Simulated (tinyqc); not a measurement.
What each parameter does: three-band tight binding of a dichalcogenide monolayer.

Basis dz2, dxy, dx2-y2 on a triangular lattice, nearest neighbours; alpha = kx a/2, beta = sqrt3 ky a/2. h0 = e1 + 2 t0 (cos 2alpha + 2 cos alpha cos beta); h1 = -2 sqrt3 t2 sin alpha sin beta + 2i t1 (sin 2alpha + sin alpha cos beta); h2 = 2 t2 (cos 2alpha - cos alpha cos beta) + 2i sqrt3 t1 cos alpha sin beta; h11 = e2 + 2 t11 cos 2alpha + (t11 + 3 t22) cos alpha cos beta; h22 = e2 + 2 t22 cos 2alpha + (3 t11 + t22) cos alpha cos beta; h12 = sqrt3 (t22 - t11) sin alpha sin beta + 4i t12 sin alpha (cos alpha - cos beta) + i lam sz. H = [[h0, h1, h2], [., h11, h12], [., ., h22]], Hermitian; the lowest band of each spin is filled. K = (4 pi/3a, 0), M = (pi/a, pi/(sqrt3 a)).

Constants: hbar^2/2m0 = 3.80998211 eV angstrom^2.

Parameters, chosen for this exercise (near a published set for monolayer MoSe2; shifted at random, so the results belong to these values and not to a real crystal): a = 3.335 angstrom (lattice constant); e1 = 0.913 eV (level of dz2); e2 = 2.056 eV (level of dxy and dx2-y2); t0 = -0.185 eV (hopping); t1 = 0.314 eV (hopping); t2 = 0.456 eV (hopping); t11 = 0.212 eV (hopping); t12 = 0.291 eV (hopping); t22 = 0.133 eV (hopping); lam = 0.09 eV (spin-orbit constant).

Spin up: gap at K, Ev(K) - Ev(Gamma), and masses at K by central differences along kx with step 0.002 1/angstrom, c = hbar^2/2m0.

Results for these values:

| case | gap at K (eV) | K - Gamma (eV) | m_c (m0) | m_v (m0) |
|---|---|---|---|---|
| base | 1.3516 | 0.3134 | 0.486 | 0.671 |

What happens to each result for t22 = 0.163 eV, all else kept?

Answer: gap at K rises from 1.3516 to 1.3966; K - Gamma falls from 0.3134 to 0.2684; m_c rises from 0.486 to 0.514; m_v rises from 0.671 to 0.738.

The same for each parameter in turn:

| case | gap at K (eV) | K - Gamma (eV) | m_c (m0) | m_v (m0) |
|---|---|---|---|---|
| base | 1.3516 | 0.3134 | 0.486 | 0.671 |
| lam = 0.06 eV | 1.3816 | 0.2834 | 0.499 | 0.701 |
| e1 = 0.943 eV | 1.3816 | 0.2834 | 0.504 | 0.701 |
| t12 = 0.261 eV | 1.1957 | 0.4693 | 0.419 | 0.502 |
| t1 = 0.284 eV | 1.3516 | 0.3134 | 0.545 | 0.751 |
| t22 = 0.163 eV | 1.3966 | 0.2684 | 0.514 | 0.738 |
| t0 = -0.215 eV | 1.4416 | 0.4934 | 0.563 | 0.766 |

t1 couples dz2 to the other orbitals and vanishes at K and Gamma, so only the masses feel it.

(tinyqc, `OMP_NUM_THREADS=1 python tinyqc.py 1480360 1480361 out.jsonl`, Intel(R) Xeon(R) Processor @ 2.30GHz, 1 thread, shared host, about 0.01 s.)
